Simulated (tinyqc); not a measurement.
## Lossy on-chip transmission line with skin effect: effect of the length

A uniform line in a homogeneous dielectric: c = sqrt(er)/(c0 Z0), l = Z0 sqrt(er)/c0 (c0 = 299792458 m/s), g = w c td, w = 2 pi f. The resistance joins its limits as r = sqrt(r_dc^2 + r_hf^2), with r_dc = rho/(wd th), r_hf = kr rho/(2 delta (wd + th)), delta = sqrt(rho/(pi f mu0)), mu0 = 4 pi 1e-7 H/m; this is an interpolation, and internal inductance, up to 0.05 nH/mm at low frequency, is neglected.

gamma = sqrt((r + i w l)(g + i w c)) = alpha + i beta, Zc = sqrt((r + i w l)/(g + i w c)), roots with positive real part; loss 8.685889638 alpha in dB; phase velocity w/beta. ZL = 1/(1/RL + i w CL); reflection (ZL - Zc)/(ZL + Zc); Zin = Zc (ZL + Zc tanh(gamma len))/(Zc + ZL tanh(gamma len)); H = V_load/V_source = [Zin/(Zin + Rg)]/[cosh(gamma len) + (Zc/ZL) sinh(gamma len)].

Values chosen for this exercise: width of the strip wd = 3.8 um; thickness of the strip th = 1.1 um; resistivity rho = 2.2 uohm cm; relative permittivity er = 4.2; loss tangent td = 0.002; lossless impedance sqrt(l/c) Z0 = 60 ohm; factor for crowding and the return path kr = 2; source resistance Rg = 100 ohm; load resistance RL = 1000 ohm; load capacitance CL = 100 fF; frequency f = 0.23 GHz.

The same in every row: r (ohm/mm) = 5.3416; r/(w l) = 9.0118; loss (dB/mm) = 0.17253; |Zc| (ohm) = 180.67; phase velocity over c0 = 0.21768.

Result of one run:

| len (mm) | length in wavelengths | \|H\| (dB) |
|---|---|---|
| 0.24 | 8.4585e-4 | -0.83910 |

What becomes of these results when the length len is changed from 0.24 to 12 mm, all else the same?

Result of the changed run:

| len (mm) | length in wavelengths | \|H\| (dB) |
|---|---|---|
| 12 | 0.042292 | -1.4943 |

The whole series:

| len (mm) | length in wavelengths | \|H\| (dB) |
|---|---|---|
| 0.24 | 8.4585e-4 | -0.83910 |
| 0.42 | 0.0014802 | -0.84703 |
| 0.73 | 0.0025728 | -0.86077 |
| 1.3 | 0.0045817 | -0.88638 |
| 2.2 | 0.0077536 | -0.92780 |
| 3.9 | 0.013745 | -1.0098 |
| 6.9 | 0.024318 | -1.1689 |
| 12 | 0.042292 | -1.4943 |

As len goes from 0.24 to 12, the loss stays at 0.173 dB/mm, |Zc| stays at 181 ohm and |H| goes from -0.839 to -1.49 dB, with its highest value among the rows, -0.839 dB, at len = 0.24.

Numbers from tinyqc (`OMP_NUM_THREADS=1 python tinyqc.py 2810158 2810159 out.jsonl`; about 0.01 s on one thread of a shared Intel Xeon 2.30GHz).
